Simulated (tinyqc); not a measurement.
# Charge-trap memory cell: threshold shift against programming time

Channel, tunnel oxide, storage layer, blocking layer, gate. N electrons per area sit in a sheet at the centroid and shift the threshold by U = (q/eps0) N (tb/eb + xc tn/en). EOT = t1 + 3.9 (tn/en + tb/eb); tunnel field F = (Vg - U)/EOT; dN/dt = eta (J/q)(1 - N/Nm). Fowler-Nordheim: J = A F^2 exp(-B/F), A = q^2/(16 pi^2 hbar mo phi) (times 1e14 for A/cm^2 with F in V/nm, emitter mass m0), B = (4/3) sqrt(mo/C) phi^1.5, C = hbar^2/(2 m0).

The rate equation is integrated from N = 0 to the digits shown; blocking field (3.9 F + q N/eps0)/eb.

Parameters, values chosen for the exercise; oxide values close to those of silicon dioxide, storage layer close to silicon nitride, blocking layer close to aluminium oxide:
```
symbol,value,unit,meaning
phi,3.08,eV,tunnel barrier
mo,0.4,m0,tunnelling mass
t1,4,nm,tunnel oxide (permittivity 3.9)
tn,6.1,nm,storage layer
en,7.3,,its relative permittivity
tb,12.2,nm,blocking layer
eb,9,,its relative permittivity
xc,0.34,,"charge centroid, share of tn counted from the blocking side"
eta,0.81,,capture efficiency of an empty layer
Nm,1.7e13,cm^-2,trap density
Vg,14.9,V,gate voltage less flat band and surface potential
```

Constants: q = 1.602176634e-19 C, hbar = 1.054571817e-34 J s, m0 = 9.1093837015e-31 kg, eps0 = 8.8541878128e-14 F/cm where lengths are in cm, hbar^2/(2 m0) = 0.0380998212 eV nm^2. Results are converted to the units shown.

Result of one run:
```
N/Nm    U (V)  F (V/nm)  blocking field (V/nm)
0.5240  2.643    0.9770                 0.6025
```

Which time t gave this result: 7.6e-7, 0.00012, 0.00067, 0.0036 or 0.02 s?

t = 0.00012 s.

The whole series:
```
t (s)       N/Nm    U (V)  F (V/nm)  blocking field (V/nm)
1.4e-7   0.01954  0.09855     1.180                 0.5179
7.6e-7   0.08033   0.4052     1.155                 0.5281
4.2e-6    0.2141    1.080     1.102                 0.5505
2.3e-5    0.3761    1.897     1.036                 0.5777
0.00012   0.5240    2.643    0.9770                 0.6025
0.00067   0.6596    3.327    0.9225                 0.6252
0.0036    0.7738    3.903    0.8766                 0.6443
0.02      0.8718    4.397    0.8372                 0.6607
0.11      0.9479    4.781    0.8066                 0.6735
```

U rises from 0.0985 to 4.78 V, by 0.519 V a decade at the end. The traps are 94.8 % full, so filling caps the shift at 5.04 V. The blocking field reaches 6.74 MV/cm, where electrons may escape to the gate, which the model leaves out.

Range of the model: The Fowler-Nordheim form needs F t1 above phi; trap-assisted paths and leakage through the blocking layer are left out.

Program tinyqc, `OMP_NUM_THREADS=1 python tinyqc.py 2130002 2130003 out.jsonl`; Intel Xeon 2.30GHz, shared host, one thread, about 0.04 s.
